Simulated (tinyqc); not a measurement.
Comparisons within one model: standing waves and exposure in a photoresist film. A value that a table varies takes the place of the one given here.

Normal incidence from air. Unexposed resist: N1 = n1 + i k1 with k1 = (A + B) lam/(4 pi), lam in micrometres. r01 = (1 - N1)/(1 + N1), t01 = 2/(1 + N1). Below the resist lie the layer Na = na + i ka and the substrate Ns = ns + i ks: r12 = (r1a + ras x)/(1 + r1a ras x), x = exp(4 pi i Na da/lam), r1a = (N1 - Na)/(N1 + Na), ras = (Na - Ns)/(Na + Ns). With p = exp(2 pi i N1 d/lam), the field at depth z is E(z) = t01 [exp(2 pi i N1 z/lam) + r12 p^2 exp(-2 pi i N1 z/lam)]/(1 + r01 r12 p^2), the relative intensity I(z) = n1 |E(z)|^2 and the reflectance R = |(r01 + r12 p^2)/(1 + r01 r12 p^2)|^2.

Parameters, chosen for this exercise (a resist on W, indices near tabulated ones; the results hold for these values, not for the real material):
- lam = 248 nm (vacuum wavelength)
- n1 = 1.769 (resist index)
- A = 0.14 1/micrometre (bleachable absorption (Dill A))
- B = 0.81 1/micrometre (fixed absorption (Dill B))
- d = 464 nm (resist thickness)
- ns = 3.402 (substrate n)
- ks = 2.882 (substrate k)
- na = 1.813 (n of the bottom antireflection layer)
- ka = 0.45 (its k)
- da = 31 nm (its thickness)

## Swing of the coupled dose with resist thickness

The mean of I is taken over 800 depths; the relative dose to clear is taken as 1/(mean of I over the lowest period, 60 depths), scaled to 1 in the first row.

Swing:
```
d (nm)       R  mean I  relative dose
464.0   0.1593  0.7163          1.000
475.7   0.1085  0.7528          0.952
487.4   0.0393  0.8080          0.895
499.0   0.0262  0.8179          0.896
510.7   0.0835  0.7672          0.964
522.4   0.1438  0.7113          1.043
534.1   0.1532  0.6965          1.064
545.8   0.1054  0.7299          1.017
557.5   0.0406  0.7793          0.960
569.1   0.0285  0.7874          0.962
580.8   0.0820  0.7414          1.031
592.5   0.1388  0.6906          1.111
604.2   0.1477  0.6774          1.132
```

The period is 70.1 nm, six rows. The relative dose swings between 0.895 and 1.132, a ratio (max - min)/mean of 0.237, against the estimate 4 sqrt(|r01|^2 |r12|^2) exp(-(A + B) d) = 0.158 for the oscillating part alone; the ratio from the table also holds the slow rise from absorption, 13.2 % over two periods, so the two are not strictly comparable. The dose is least sensitive to thickness at an extremum; the lowest dose listed is at 487.4 nm.

## Tuning the antireflection layer

da takes the values listed; the contrast is (Imax - Imin)/(Imax + Imin) over the lowest period of the resist (60 depths).

Results:
```
da (nm)  |r12|^2  contrast
0         0.3091     0.820
10        0.2645     0.785
20        0.1559     0.656
30        0.0559     0.428
40        0.0077     0.184
50        0.0058     0.165
60        0.0250     0.295
75        0.0416     0.363
90        0.0253     0.285
110       0.0069     0.143
140       0.0186     0.242
```

|r12|^2 starts at 0.3091 and is lowest, 0.0058, at 50 nm of those listed, where the contrast is 0.165 against 0.820. The contrast follows 2|r|/(1 + |r|^2), so even |r12|^2 = 0.01 leaves about 0.2. Values below 0.01 occur at 40, 50 and 110 nm.

## What moves the exposure

The mean of I is over 800 depths. Each row changes one parameter from the base and keeps the others.

Results:
```
case                   |r12|^2       R  mean I  I at the bottom
base                    0.0486  0.1593  0.7163           0.8060
d = 474 nm              0.0486  0.1187  0.7450           0.8382
n1 = 1.787              0.0506  0.1498  0.7246           0.8233
B = 1.01 1/micrometre   0.0484  0.1509  0.6890           0.7393
ks = 2.594              0.0446  0.1563  0.7163           0.7909
da = 41 nm              0.0058  0.0854  0.7416           0.6681
ka = 0.585              0.0384  0.1523  0.7174           0.7350
```

The largest shifts from the base row, up to three for each result and ties (the steps differ in size, so this ranks the rows, not the parameters). |r12|^2: da -0.0428, ka -0.0102, ks -0.0040; unchanged at the printed digits by d. R: da -0.0739, d -0.0407, n1 -0.0095. mean I: d +0.0287, B -0.0274, da +0.0252; unchanged at the printed digits by ks. I at the bottom: da -0.1379, ka -0.0710, B -0.0667.

Run: tinyqc, `OMP_NUM_THREADS=1 python tinyqc.py 1650272 1650273 out.jsonl`; Intel(R) Xeon(R) Processor @ 2.30GHz, one thread, shared host; about 0.01 s of CPU time with all checks.
